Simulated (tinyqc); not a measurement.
Thin (001) film in sp3s* tight binding with raised dangling bonds: sweeps and comparisons. A value that a table varies takes the place of the one given here.

Planes alternate anion (a), cation (c) along [001], a/4 apart, starting with an anion; zero in-plane momentum; levels counted from the bulk Ev, the lower root of [[Epa, Vxx], [Vxx, Epc]]; no spin-orbit coupling. Block of s, pz, s*: from an anion to the cation above, Vss/2 (s,s), Vsapc/2 (s,z), -Vscpa/2 (z,s), Vxx/2 (z,z), Vxapc/2 (s*,z), -Vpaxc/2 (z,s*); to the cation below the same with the s-z and s*-z signs reversed. Block of u = (px + py)/sqrt2 and v = (px - py)/sqrt2: to the cation above (Vxx + Vxy)/2 for u and (Vxx - Vxy)/2 for v, to the cation below the reverse. Each surface atom has two dangling sp3 hybrids; raising both by dl adds (dl/2) [[1, t], [t, 1]] to its s, pz levels (t = -1 at the bottom face, +1 at the top) and dl to the one of u, v in whose plane the missing bonds lie (v for a bottom anion or a top cation, u for a top anion).

Inputs chosen for the exercise (near a published set for SiC, fitted to gaps, whose masses and valley positions are rough; not measured data): p = (-8.465, 2.127, -4.832, 4.358, 9.651, 9.286, -12.423, 3.046, 5.922, 9.463, 9.218, 8.711, 4.422) eV (order Esa, Epa, Esc, Epc, Exa, Exc, Vss, Vxx, Vxy, Vsapc, Vscpa, Vxapc, Vpaxc); Nw = 32 (planes in the thicker film); a = 4.363 angstrom (lattice constant); dp = 30 eV (value of dl for the passivated films); Ns = (7, 9, 12, 18, 22, 30, 51, 68) (numbers of planes).

## States in the gap of a film

edges (eV): Gamma 5.90794, Delta 2.31828

Levels between 0 and the lower bulk edge, the largest weight on the two outer planes of both faces among them, and the nearest levels outside, for several shifts dl.

Film of Nw planes:
```
dl (eV)  levels in the gap              at (eV)  surface weight  next above (eV)  next below (eV)
0                        3  0.331, 1.230, 2.128            0.90           2.3351          -0.0319
1                        2         0.758, 1.717            0.79           2.3356          -0.0319
2                        2         1.273, 2.170            0.79           2.3376          -0.0319
3                        1                1.824            0.82           2.3313          -0.0319
5                        0                    -               -           2.3325          -0.0319
10                       0                    -               -           2.3338          -0.0319
30                       0                    -               -           2.3341          -0.0319
100                      0                    -               -           2.3342          -0.0319
```

Can the levels of the bare film be read as confined subbands?

No: with bare surfaces (dl = 0) 3 levels lie in the bulk gap, with up to 90 % of the weight on the four outer planes, two a face, where an even spread gives 12 %; these are dangling-bond states, not subbands. The reruns show the bulk gap clear from dl = 5 eV on, and at dl = 30 eV the next level above lies -0.1 meV from its value at 100 eV.

## Gap against thickness

Passivated films (finite dp, so levels can still be some meV from their limit), thickness N a/4. Highest level below mid-gap (either block) and the two lowest above it. The exponents are -d ln(shift)/d ln N between the sixth and the last film, for the valence level and for the lowest conduction level.

Levels (eV):
```
N   thickness (angstrom)      Ev1     Ec1     Ec2     gap
7                   7.64  -0.4651  2.6239  3.5604  3.0890
9                   9.82  -0.3157  2.5065  3.0923  2.8222
12                 13.09  -0.1704  2.4383  2.8118  2.6086
18                 19.63  -0.0879  2.3699  2.5295  2.4578
22                 24.00  -0.0623  2.3524  2.4572  2.4146
30                 32.72  -0.0359  2.3363  2.3913  2.3722
51                 55.63  -0.0140  2.3243  2.3423  2.3383
68                 74.17  -0.0078  2.3217  2.3320  2.3295
```

exponents: valence 1.87, conduction 2.03

What can be read from the table?

The gap is 3.089 eV at 7.6 angstrom and 2.329 eV at 74.2, against 2.318 eV in the bulk along this line. At 18 planes the conduction side gives 52 meV of the widening and the valence side 88 meV. A hard-walled parabolic band has exponent 2; departures come from the offset between N a/4 and the effective width, from non-parabolicity and from the termination (odd and even N end differently: in the direction of the bond rows at the two faces and, in a compound, in the kind of atom), which also makes single steps in N uneven. Ec1 and Ec2 come from the neighbourhood of X.

## What each change does

A film of Nw planes with shift dp: highest level below mid-gap (half the lower bulk edge) and the two lowest above. Each row changes one parameter from the base and keeps the others.

Results:
```
case        Ev1 (eV)  Ec1 (eV)  Ec2 (eV)
base         -0.0319    2.3341    2.3822
Nw = 34      -0.0286    2.3323    2.3747
dp = 60 eV   -0.0319    2.3341    2.3824
```

How do the results move?

The largest shifts from the base row, up to three for each result and ties (the steps differ in size, so this ranks the rows, not the parameters). Ev1 (eV): Nw +0.0033; unchanged at the printed digits by dp. Ec1 (eV): Nw -0.0018; unchanged at the printed digits by dp. Ec2 (eV): Nw -0.0075, dp +0.0002. An odd change of Nw also changes which atoms end the film, so levels need not move as thickness alone would move them; the row for dp shows how far the passivation is from converged.

Computed by tinyqc, a small Python program: `OMP_NUM_THREADS=1 python tinyqc.py 1450460 1450461 out.jsonl` (the numbers bound the seed that draws the inputs); one thread of a shared host (Intel(R) Xeon(R) Processor @ 2.30GHz), about 0.5 s for the whole set of steps.
